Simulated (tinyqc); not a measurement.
From results back to parameters: defect, radiative and Auger recombination at equal electron and hole densities (ABC model). Four cases, with inputs chosen for the exercise.

Problem. The peak efficiency, the current at the peak and the differential lifetime there, tau_p = 1/(Ae + 2 B n_p + 3 C n_p^2), are given; Ae, B and C are hidden. n_p = sqrt(Ae/C), Q = B/sqrt(Ae C), IQE_max = Q/(Q + 2).

J/(e d) = Ae n + B n^2 + C n^3 with Ae = A + 4 S/w (four side walls, carriers spread evenly), e = 1.602176634e-19 C, lengths in cm; internal efficiency IQE = B n^2/(Ae n + B n^2 + C n^3); all injected carriers recombine in the layer.

Find: Q; Ae; n_p; B; C.

Method. Q = 2 IQE/(1 - IQE). At the peak B n = Q Ae and C n^2 = Ae, so 1/tau_p = Ae (4 + 2Q) and J = e d Ae n_p (2 + Q); B and C follow.

Case 1.

Values chosen (out of a larger set: orders of magnitude like those quoted for GaAs; not measured data): d = 59 nm (active thickness).

IQE_max = 0.876496
J at the peak = 403.917 A/cm^2
tau_p = 2.15916 ns

Solution.

Q = 14.2
Ae = 1.43e+07 1/s
n_p = 1.85e+18 1/cm^3
B = 1.1e-10 cm^3/s
C = 4.2e-30 cm^6/s

Case 2.

Values chosen (out of a larger set: orders of magnitude like those quoted for Ge; not measured data): d = 380 nm (active thickness).

IQE_max = 0.0153745
J at the peak = 2335.54 A/cm^2
tau_p = 10.3243 ns

Solution.

Q = 0.0312
Ae = 2.38e+07 1/s
n_p = 7.92e+18 1/cm^3
B = 9.4e-14 cm^3/s
C = 3.8e-31 cm^6/s

Case 3.

Values chosen (out of a larger set: orders of magnitude like those quoted for Si; not measured data): d = 140000 nm (active thickness).

IQE_max = 0.0188268
J at the peak = 3.93166 A/cm^2
tau_p = 22299.4 ns

Solution.

Q = 0.0384
Ae = 1.10e+04 1/s
n_p = 7.82e+16 1/cm^3
B = 5.4e-15 cm^3/s
C = 1.8e-30 cm^6/s

Case 4.

Values chosen (out of a larger set: orders of magnitude like those quoted for GaAs; not measured data): d = 55 nm (active thickness).

IQE_max = 0.935628
J at the peak = 1690.05 A/cm^2
tau_p = 0.847001 ns

Solution.

Q = 29.1
Ae = 1.90e+07 1/s
n_p = 3.25e+18 1/cm^3
B = 1.7e-10 cm^3/s
C = 1.8e-30 cm^6/s

Computed by tinyqc, one run a case: `OMP_NUM_THREADS=1 python tinyqc.py N N+1 out.jsonl` with N = 1682710, 1682775, 1682788, 1682791; one thread of a shared Intel(R) Xeon(R) Processor @ 2.30GHz, about 0.01 s a run at most.
